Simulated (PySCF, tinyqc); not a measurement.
Inside a calculation. Method: RHF in the sto-3g basis, for H3+, spin multiplicity 1. The lowest restricted solution is unstable here: a spin-polarised one lies 0.0000 hartree lower (PySCF). Computed by tinyqc, a small Python program that keeps every step (integrals from PySCF). Settings: charge = 1, multiplicity = 1, basis = sto-3g, energy threshold = 1e-09, iteration cap = 85, orthogonalisation = symmetric, start = core, DIIS depth = 6, method = RHF. Command: `OMP_NUM_THREADS=1 python tinyqc.py 29312 29313 out.jsonl` (the two numbers bound the seeds that draw the settings). One thread of a shared host (Intel(R) Xeon(R) Processor @ 2.60GHz), about 0.05 s of CPU time with the checks. Later iterations appear only in the table of the cycle.

## One-electron integrals

Geometry (angstrom):

| atom | x | y | z |
|---|---|---|---|
| H | 0.000000 | 0.000000 | 0.000000 |
| H | 0.000000 | 0.000000 | 1.174000 |
| H | 0.000000 | 1.287000 | -0.093000 |

Basis sto-3g: exponents (1/bohr^2) and contraction coefficients of normalised primitives:

| element | l (shell) | exponent | coefficient |
|---|---|---|---|
| H | s (1) | 3.425251 | 0.154329 |
| H | s (1) | 0.623914 | 0.535328 |
| H | s (1) | 0.168855 | 0.444635 |

Overlap, kinetic and nuclear-attraction integrals over the contracted functions; the nuclear repulsion is the sum of Za Zb / Rab.

nuclear repulsion = 1.15385864 hartree

overlap S:
```
          1H 1s     2H 1s     3H 1s
1H 1s  1.000000  0.400260  0.343490
2H 1s  0.400260  1.000000  0.162565
3H 1s  0.343490  0.162565  1.000000
```

kinetic energy T (hartree):
```
          1H 1s      2H 1s      3H 1s
1H 1s  0.760032   0.058793   0.035346
2H 1s  0.058793   0.760032  -0.006345
3H 1s  0.035346  -0.006345   0.760032
```

nuclear attraction V (hartree):
```
           1H 1s      2H 1s      3H 1s
1H 1s  -2.076515  -0.735056  -0.612784
2H 1s  -0.735056  -1.963106  -0.274365
3H 1s  -0.612784  -0.274365  -1.925455
```

core Hamiltonian H = T + V (hartree):
```
           1H 1s      2H 1s      3H 1s
1H 1s  -1.316483  -0.676263  -0.577438
2H 1s  -0.676263  -1.203074  -0.280711
3H 1s  -0.577438  -0.280711  -1.165423
```

## Two-electron integrals

Functions are numbered as in S; the eight-fold symmetry (ij|kl) = (ji|kl) = (kl|ij) leaves the list below.

Two-electron integrals (ij|kl) in chemists' order, unique and non-zero (hartree):
```
(11|11) 0.774606   (21|11) 0.236378   (21|21) 0.098220   (22|11) 0.425127
(22|21) 0.236378   (22|22) 0.774606   (31|11) 0.195826   (31|21) 0.064716
(31|22) 0.125583   (31|31) 0.070303   (32|11) 0.077104   (32|21) 0.032659
(32|22) 0.080139   (32|31) 0.028231   (32|32) 0.014093   (33|11) 0.393967
(33|21) 0.140111   (33|22) 0.291001   (33|31) 0.195826   (33|32) 0.080139
(33|33) 0.774606
```

## Orthogonalisation

S = U s U^T; symmetric (Loewdin) form X = U s^(-1/2) U^T, so that X^T S X = 1.

eigenvalues of S: 0.545934  0.839748  1.614318

X:
```
           1H 1s      2H 1s      3H 1s
1H 1s   1.112360  -0.216062  -0.177399
2H 1s  -0.216062   1.069551  -0.034075
3H 1s  -0.177399  -0.034075   1.049810
```

## Starting guess

The start is the orbitals of the core Hamiltonian; D = 2 C_occ C_occ^T.

D at the start:
```
          1H 1s     2H 1s     3H 1s
1H 1s  0.814934  0.485486  0.377434
2H 1s  0.485486  0.289221  0.224851
3H 1s  0.377434  0.224851  0.174807
```

## Iteration 1: building the Fock matrix

J_ij = sum D_kl (ij|kl), K_ij = sum D_kl (ik|jl); F = H + J - 0.5 K; E = tr D H + tr D J / 2 - 0.25 tr D K + E_nn.

Coulomb J (hartree):
```
          1H 1s     2H 1s     3H 1s
1H 1s  1.235090  0.444398  0.358741
2H 1s  0.444398  0.981706  0.159382
3H 1s  0.358741  0.159382  0.860533
```

exchange K (hartree):
```
          1H 1s     2H 1s     3H 1s
1H 1s  1.078392  0.609119  0.485198
2H 1s  0.609119  0.596747  0.298889
3H 1s  0.485198  0.298889  0.408049
```

Fock matrix F (hartree):
```
           1H 1s      2H 1s      3H 1s
1H 1s  -0.620588  -0.536424  -0.461296
2H 1s  -0.536424  -0.519742  -0.270774
3H 1s  -0.461296  -0.270774  -0.508914
```

total energy of this density = -1.13571261 hartree

## Iteration 1: diagonalisation and new density

Diagonalise F' = X^T F X, C = X C', fill 1 alpha and 1 beta electrons from the bottom; D = 2 C_occ C_occ^T. Each column has its largest component positive (the first on a tie).

F' = X^T F X (hartree):
```
           1          2          3
1  -0.389013  -0.347871  -0.280237
2  -0.347871  -0.363247  -0.091310
3  -0.280237  -0.091310  -0.396301
```

orbital energies (hartree): MO1 -0.876763, MO2 -0.294727, MO3 0.022928

coefficients C:
```
            MO1        MO2        MO3
1H 1s  0.544463  -0.103706   1.004143
2H 1s  0.420697  -0.661351  -0.759876
3H 1s  0.383688   0.862470  -0.493621
```

D after iteration 1:
```
          1H 1s     2H 1s     3H 1s
1H 1s  0.592880  0.458109  0.417808
2H 1s  0.458109  0.353973  0.322833
3H 1s  0.417808  0.322833  0.294433
```

## Iteration 2: building the Fock matrix

As before.

Coulomb J (hartree):
```
          1H 1s     2H 1s     3H 1s
1H 1s  1.155722  0.430224  0.354480
2H 1s  0.430224  0.985175  0.160289
3H 1s  0.354480  0.160289  0.908402
```

exchange K (hartree):
```
          1H 1s     2H 1s     3H 1s
1H 1s  0.936709  0.582217  0.498611
2H 1s  0.582217  0.632179  0.331653
3H 1s  0.498611  0.331653  0.515984
```

Fock matrix F (hartree):
```
           1H 1s      2H 1s      3H 1s
1H 1s  -0.629116  -0.537147  -0.472263
2H 1s  -0.537147  -0.533989  -0.286248
3H 1s  -0.472263  -0.286248  -0.515013
```

total energy of this density = -1.15519903 hartree

## Iteration 2: DIIS over 2 matrices

error matrix X^T (FDS - SDF) X:
```
           1          2         3
1   0.000000   0.009100  0.013374
2  -0.009100   0.000000  0.004106
3  -0.013374  -0.004106  0.000000
```

B (overlaps of the stored error matrices):
```
               1              2
1  5.9640003e-02  5.7118374e-03
2  5.7118374e-03  5.5709030e-04
```

Minimise |sum c_i e_i|^2 with sum c_i = 1: solve [B -1; -1 0][c; lambda] = [0; -1] with B_ij = tr e_i^T e_j, and take F = sum c_i F_i.

DIIS coefficients: -0.105688  1.105688

extrapolated F (hartree):
```
           1H 1s      2H 1s      3H 1s
1H 1s  -0.630017  -0.537224  -0.473422
2H 1s  -0.537224  -0.535495  -0.287883
3H 1s  -0.473422  -0.287883  -0.515657
```

## Iteration 2: diagonalisation and new density

As before.

F' = X^T F X (hartree):
```
           1          2          3
1  -0.397769  -0.339879  -0.288001
2  -0.339879  -0.380277  -0.107264
3  -0.288001  -0.107264  -0.398317
```

orbital energies (hartree): MO1 -0.894398, MO2 -0.285419, MO3 0.003453

coefficients C:
```
            MO1        MO2        MO3
1H 1s  0.534553  -0.075253   1.011972
2H 1s  0.423301  -0.687705  -0.734617
3H 1s  0.393831   0.843986  -0.517026
```

D after iteration 2:
```
          1H 1s     2H 1s     3H 1s
1H 1s  0.571494  0.452553  0.421047
2H 1s  0.452553  0.358367  0.333417
3H 1s  0.421047  0.333417  0.310205
```

## Iteration 3: building the Fock matrix

As before.

Coulomb J (hartree):
```
          1H 1s     2H 1s     3H 1s
1H 1s  1.147512  0.428437  0.354267
2H 1s  0.428437  0.983960  0.160375
3H 1s  0.354267  0.160375  0.914881
```

exchange K (hartree):
```
          1H 1s     2H 1s     3H 1s
1H 1s  0.921696  0.577873  0.500153
2H 1s  0.577873  0.632986  0.334780
3H 1s  0.500153  0.334780  0.529411
```

Fock matrix F (hartree):
```
           1H 1s      2H 1s      3H 1s
1H 1s  -0.629819  -0.536763  -0.473247
2H 1s  -0.536763  -0.535607  -0.287726
3H 1s  -0.473247  -0.287726  -0.515247
```

total energy of this density = -1.15538409 hartree

## Iteration 3: DIIS over 3 matrices

error matrix X^T (FDS - SDF) X:
```
           1         2          3
1   0.000000  0.000075  -0.000049
2  -0.000075  0.000000  -0.000097
3   0.000049  0.000097   0.000000
```

B (overlaps of the stored error matrices):
```
                1               2               3
1   5.9640003e-02   5.7118374e-03  -1.6528560e-06
2   5.7118374e-03   5.5709030e-04  -7.4650877e-07
3  -1.6528560e-06  -7.4650877e-07   3.5019281e-08
```

As before.

DIIS coefficients: -0.005298  0.055594  0.949704

extrapolated F (hartree):
```
           1H 1s      2H 1s      3H 1s
1H 1s  -0.629828  -0.536786  -0.473256
2H 1s  -0.536786  -0.535601  -0.287734
3H 1s  -0.473256  -0.287734  -0.515268
```

## Iteration 3: diagonalisation and new density

As before.

F' = X^T F X (hartree):
```
           1          2          3
1  -0.397793  -0.339383  -0.287945
2  -0.339383  -0.380601  -0.107216
3  -0.287945  -0.107216  -0.397949
```

orbital energies (hartree): MO1 -0.893985, MO2 -0.285340, MO3 0.002982

coefficients C:
```
            MO1        MO2        MO3
1H 1s  0.534543  -0.073760   1.012087
2H 1s  0.423382  -0.688706  -0.733631
3H 1s  0.393755   0.843290  -0.518219
```

D after iteration 3:
```
          1H 1s     2H 1s     3H 1s
1H 1s  0.571472  0.452632  0.420958
2H 1s  0.452632  0.358505  0.333418
3H 1s  0.420958  0.333418  0.310087
```

## Iteration 4: building the Fock matrix

As before.

Coulomb J (hartree):
```
          1H 1s     2H 1s     3H 1s
1H 1s  1.147510  0.428452  0.354255
2H 1s  0.428452  0.984038  0.160375
3H 1s  0.354255  0.160375  0.914808
```

exchange K (hartree):
```
          1H 1s     2H 1s     3H 1s
1H 1s  0.921687  0.577925  0.500100
2H 1s  0.577925  0.633120  0.334778
3H 1s  0.500100  0.334778  0.529289
```

Fock matrix F (hartree):
```
           1H 1s      2H 1s      3H 1s
1H 1s  -0.629816  -0.536774  -0.473233
2H 1s  -0.536774  -0.535596  -0.287725
3H 1s  -0.473233  -0.287725  -0.515259
```

total energy of this density = -1.15538411 hartree

## Iteration 4: DIIS over 4 matrices

error matrix X^T (FDS - SDF) X:
```
           1         2          3
1   0.000000  0.000008  -0.000005
2  -0.000008  0.000000  -0.000010
3   0.000005  0.000010   0.000000
```

B (overlaps of the stored error matrices):
```
                1               2               3               4
1   5.9640003e-02   5.7118374e-03  -1.6528560e-06   1.9132614e-08
2   5.7118374e-03   5.5709030e-04  -7.4650877e-07  -5.8756685e-08
3  -1.6528560e-06  -7.4650877e-07   3.5019281e-08   3.6022846e-09
4   1.9132614e-08  -5.8756685e-08   3.6022846e-09   3.7115263e-10
```

As before.

DIIS coefficients: 0.000000  -0.000040  -0.115611  1.115651

extrapolated F (hartree):
```
           1H 1s      2H 1s      3H 1s
1H 1s  -0.629816  -0.536775  -0.473232
2H 1s  -0.536775  -0.535595  -0.287725
3H 1s  -0.473232  -0.287725  -0.515261
```

## Iteration 4: diagonalisation and new density

As before.

F' = X^T F X (hartree):
```
           1          2          3
1  -0.397791  -0.339376  -0.287922
2  -0.339376  -0.380598  -0.107213
3  -0.287922  -0.107213  -0.397951
```

orbital energies (hartree): MO1 -0.893961, MO2 -0.285345, MO3 0.002966

coefficients C:
```
            MO1        MO2        MO3
1H 1s  0.534541  -0.073795   1.012086
2H 1s  0.423392  -0.688672  -0.733658
3H 1s  0.393747   0.843315  -0.518184
```

D after iteration 4:
```
          1H 1s     2H 1s     3H 1s
1H 1s  0.571469  0.452641  0.420948
2H 1s  0.452641  0.358521  0.333419
3H 1s  0.420948  0.333419  0.310073
```

## Iteration 5 (converged): orbitals

converged F (hartree):
```
           1H 1s      2H 1s      3H 1s
1H 1s  -0.629816  -0.536775  -0.473232
2H 1s  -0.536775  -0.535595  -0.287725
3H 1s  -0.473232  -0.287725  -0.515261
```

As before.

F' = X^T F X (hartree):
```
           1          2          3
1  -0.397791  -0.339376  -0.287922
2  -0.339376  -0.380598  -0.107213
3  -0.287922  -0.107213  -0.397951
```

orbital energies (hartree): MO1 -0.893961, MO2 -0.285345, MO3 0.002966

coefficients C:
```
            MO1        MO2        MO3
1H 1s  0.534541  -0.073795   1.012086
2H 1s  0.423392  -0.688672  -0.733658
3H 1s  0.393747   0.843315  -0.518184
```

D after iteration 5:
```
          1H 1s     2H 1s     3H 1s
1H 1s  0.571469  0.452641  0.420948
2H 1s  0.452641  0.358521  0.333419
3H 1s  0.420948  0.333419  0.310073
```

## Convergence

Stop when the energy changes by less than 1e-09 hartree and every element of the error matrix X^T (F D S - S D F) X is below 9e-06.

Course of the cycle:

| iteration | E (hartree) | change | largest element of the error matrix |
|---|---|---|---|
| 1 | -1.13571261 | - | 1.30e-01 |
| 2 | -1.15519903 | -1.95e-02 | 1.34e-02 |
| 3 | -1.15538409 | -1.85e-04 | 9.72e-05 |
| 4 | -1.15538411 | -1.48e-08 | 9.93e-06 |
| 5 | -1.15538411 | -1.57e-10 | 4.87e-10 |

PySCF RHF in the same basis = -1.15538411 hartree

Converged in 5 iterations.

## Populations, bond orders and dipole

Mulliken: Z minus the diagonal of D S on the atom; Loewdin: the same with S^(1/2) D S^(1/2); Mayer order: 2 sum_s sum (D(s) S)_ij (D(s) S)_ji over the two atoms.

Charges (e):

| atom | Mulliken | Loewdin |
|---|---|---|
| 1H | 0.102765 | 0.109193 |
| 2H | 0.406102 | 0.402048 |
| 3H | 0.491133 | 0.488759 |

Mayer bond orders:

| pair | order |
|---|---|
| 2-1 | 0.532866 |
| 3-1 | 0.456574 |
| 3-2 | 0.302215 |

dipole moment about the origin, x y z (debye): 0.000000  3.036047  2.070607
